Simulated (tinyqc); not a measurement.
# Yield against design margin

Cells fail independently with probability Q(k) = erfc(k/sqrt(2))/2 when the margin is k standard deviations, and Y = exp(-Nb Q(k)). phi = exp(-k^2/2)/sqrt(2 pi).  k = margin/s(dVT). With one spare that repairs any one cell, Y1 = exp(-x)(1 + x), x = Nb Q(k).

Values chosen for this exercise:
```
symbol  value  unit          meaning
Nb      65536        number of cells
```

s(dVT) = 89.6 mV

Results:
```
M (mV),k,Q(k),expected failures x,Y,Y1
304,3.3929,3.4584e-4,22.665,1.4347e-10,3.3953e-9
342,3.8170,6.7552e-5,4.4271,0.011949,0.064850
357,3.9844,3.3829e-5,2.2170,0.10893,0.35044
380,4.2411,1.1123e-5,0.72894,0.48242,0.83407
403,4.4978,3.4335e-6,0.22502,0.79850,0.97818
426,4.7545,9.9487e-7,0.065200,0.93688,0.99796
456,5.0893,1.7971e-7,0.011777,0.98829,0.99993
```

Estimate the missing row, M = 327 mV.

Computed row:
```
M (mV),k,Q(k),expected failures x,Y,Y1
327,3.6496,1.3135e-4,8.6080,1.8263e-4,0.0017547
```

With this row back in the table: Over a change of the margin from 304 to 456 mV, k goes from 3.39 to 5.09, the expected failures fall by 3.3 decades and the yield goes from 1.43e-10 to 0.9883. The spare helps most at M = 380 mV among the rows, where it lifts the yield from 0.482 to 0.834.

tinyqc, about 0.01 s, one thread, Intel Xeon 2.30GHz (shared host): `OMP_NUM_THREADS=1 python tinyqc.py 2090033 2090034 out.jsonl`
